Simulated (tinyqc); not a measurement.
# Sneak paths and read margin

Worst-case read of an N x N array without selectors, ideal wires, unselected lines floating and all unselected cells in the low state with resistance K Ron: the sneak path is Rsn = K Ron [2/(N - 1) + 1/(N - 1)^2], in parallel with the selected cell Rc. A sense resistor Ron to ground gives Vout = Vr Ron/(Ron + Rc Rsn/(Rc + Rsn)); margin = [Vout(Rc = Ron) - Vout(Rc = ra Ron)]/Vr.

Parameters, values chosen for the exercise: resistance of the low state Ron = 100 kohm; ratio Roff/Ron ra = 10; factor by which unselected cells are more resistive K = 1; read voltage Vr = 0.3 V.

Results:
```
N,Rsn (kohm),"Vout, low state (mV)","Vout, high state (mV)",margin (%)
2,300.00,171.43,90.698,26.910
3,125.00,192.86,142.11,16.917
4,77.778,208.70,174.25,11.481
8,30.612,243.04,231.30,3.9134
16,13.778,267.60,264.11,1.1631
64,3.1998,290.98,290.73,0.083661
128,1.5810,295.40,295.34,0.021434
256,0.78585,297.68,297.66,0.0054252
```

Estimate the missing row, N = 32.

Computed row:
```
N,Rsn (kohm),"Vout, low state (mV)","Vout, high state (mV)",margin (%)
32,6.5557,282.61,281.66,0.31896
```

With this row back in the table: The margin falls from 26.9 to 0.00543 %; a lone cell has 40.9 %. It first drops below 10 % at N = 8 among the rows, where Rsn = 0.31 Ron. Between the last two rows it goes as N^(-1.98).

Program tinyqc, `OMP_NUM_THREADS=1 python tinyqc.py 2880103 2880104 out.jsonl`; Intel Xeon 2.30GHz, shared host, one thread, about 0.04 s.
